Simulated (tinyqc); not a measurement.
Inside a calculation. Model: read current of a NAND string, cells in series solved by shooting.

Program tinyqc, `OMP_NUM_THREADS=1 python tinyqc.py 2142139 2142140 out.jsonl`; Intel Xeon 2.30GHz, shared host, one thread, about 0.9 s. Printed values are rounded.

Cells in series, numbered from 0 at the source line (0 V) to the bit line, each followed by a gap resistance Rg. A cell with gate Vg, threshold VT, source Vs and drain Vd passes I = 2 nf K Vt^2 [F(Vs) - F(Vd)]/(1 + th max(Vg - VT, 0)), F(V) = ln^2(1 + exp((Vg - VT - nf V)/(2 nf Vt))). The selected cell has Vg = Vr, the others Vg = Vp.

Values chosen for this exercise; values of the order met in vertical NAND strings:
```
symbol  value    unit                                 meaning
T         300       K                             temperature
K         9.9  uA/V^2                   gain factor of a cell
nf        1.5                                    slope factor
th       0.08     1/V               mobility reduction factor
Rg        6.4    kohm     resistance of the gap between cells
Vbl       0.4       V                        bit-line voltage
Vp        7.2       V                            pass voltage
Vr       3.29       V  read voltage on the selected word line
```

Constants: q = 1.602176634e-19 C, kB = 1.380649e-23 J/K, Vt = kB T/q. Results are converted to the units shown.

## Step 1: node voltages for a trial current

first trial current = 0.78 uA

| cell | thresholds from the source end (V) |
|---|---|
| 0 | 2.4 |
| 1 | -1.3 |
| 2 | 4.5 |
| 3 | -1.3 |
| 4 | -1.3 |
| 5 | -1.3 |

For a trial current I start at 0 V and, cell by cell (the selected one is cell 0), solve for the drain: sqrt(F(Vd)) = sqrt(F(Vs) - I/k), k = 2 nf K Vt^2/(1 + th max(Vg - VT, 0)), Vd = [Vg - VT - 2 nf Vt ln(exp(sqrt F) - 1)]/nf, then add I Rg.

| cell | node voltage after each cell and gap, trial 1 (V) |
|---|---|
| 0 | 0.1089267 |
| 1 | 0.1298188 |
| 2 | 0.1735007 |
| 3 | 0.1945803 |
| 4 | 0.2157221 |
| 5 | 0.2369266 |

## Step 2: node voltages for a trial current

second trial current = 1.2 uA

As before.

| cell | node voltage after each cell and gap, trial 2 (V) |
|---|---|
| 0 | 0.1780363 |
| 1 | 0.2105066 |
| 2 | 0.2812580 |
| 3 | 0.3142057 |
| 4 | 0.3473097 |
| 5 | 0.3805726 |

## Course of the secant iteration

Secant steps on the end voltage less Vbl, from the two trials; a trial above the saturation current of a cell has no solution and is moved halfway to the previous trial. Stop below 1e-9 V.

Course of the iteration:

| iteration | I (uA) | end voltage - Vbl (V) | halvings |
|---|---|---|---|
| 1 | 1.256803 | 1.23e-3 | 0 |
| 2 | 1.253428 | -9.62e-6 | 0 |
| 3 | 1.253455 | -4.79e-9 | 0 |
| 4 | 1.253455 | 1.94e-14 | 0 |

Converged in 4 iterations to I = 1.2535 uA. The selected cell takes 44.9 % of the bit-line voltage and the gaps together 12.0 %.
